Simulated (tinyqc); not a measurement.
Pair of shallow donors (hydrogen-like orbitals), step by step. Values are carried at full precision from step to step, so a last printed digit may differ when a step is redone from the rounded ones.

Each donor has the orbital exp(-r/a); energy unit Ha* = q/(eps a), q = e^2/(4 pi eps0), so that a lone donor is bound by Ha*/2; x = R/a. One electron: S = (1 + x + x^2/3) exp(-x), j = 1/x - (1 + 1/x) exp(-2x), k = (1 + x) exp(-x); levels E(+/-) = -1/2 - (j +/- k)/(1 +/- S) in Ha*, without the repulsion of the ions, split by D = |E(-) - E(+)|.

Constants: e^2/(4 pi eps0) = 14.39964547 eV angstrom; hbar = 6.58211957e-16 eV s.

Parameters, chosen for this exercise (near those of two donors in GaAs; not measured data): a = 103.6 angstrom (orbital radius); eps = 12.6 (dielectric constant); R = 540 angstrom (separation); dV = 0.73 D (detuning between the donors, in units of D).

## Distance and integrals

Give Ha*, R, x, S, j, k.

Ha* = 11.031 meV
R = 540.00 angstrom
x = 5.2124

S, j, k: 0.08320  0.19182  0.03385

## One electron on two donors

Give both levels, the splitting D = |E(-) - E(+)| and the tunnelling frequency D/(2 pi hbar).

E(+), E(-) (meV): -7.814  -7.416

D = 0.3975 meV
frequency = 96.11 GHz

The second ion deepens the mean level by 2.10 meV, against Ha*/x = 2.12 meV for a point charge.

## Detuning by a gate

Two-level picture for one electron: with detuning u = dV D the splitting is sqrt(D^2 + u^2) and the lower state has weight (1 + u/sqrt(D^2 + u^2))/2 on the lower donor; the field needed is u/(e R), 1 meV/angstrom = 100 kV/cm.

splitting = 0.4921 meV
weight = 0.795
field = 0.0537 kV/cm

## Two electrons and exchange

Two electrons, Heitler-London: with S' = (1 - x + x^2/3) exp(x), C = 1/x - exp(-2x)(1/x + 11/8 + 3x/4 + x^2/6), X = (1/5){exp(-2x)(25/8 - 23x/4 - 3x^2 - x^3/3) + (6/x)[S^2 (0.5772157 + ln x) + S'^2 Ei(-4x) - 2 S S' Ei(-2x)]}, Q = C - 2j + 1/x and A = X - 2 S k + S^2/x, the singlet and triplet lie at (Q +/- w A)/(1 +/- w S^2) from two lone donors, with the valley weight w = 1 (one valley); the exchange is J = triplet - singlet.

Give C, X, Q, A and J.

C, X, Q, A (Ha*): 0.1916  0.002709  -0.0002263  -0.001596

J = 35.2 micro-eV

A swap of the two spins takes pi hbar/J = 0.0588 ns (hbar = 6.58212e-16 eV s). Against the one-electron splitting D = 0.397 meV, J/D = 0.088: exchange needs both electrons to tunnel and falls as exp(-2x), D as exp(-x).

## Checks

- Heitler-London binding at x = 1.6425 against the known 0.1160 hartree: both 0.1160.
- Overlap S by quadrature in spheroidal coordinates against the formula: both 0.08320.

Run: tinyqc, `OMP_NUM_THREADS=1 python tinyqc.py 1251925 1251926 out.jsonl`; Intel(R) Xeon(R) Processor @ 2.30GHz, one thread, shared host; about 0.01 s of CPU time with all checks.
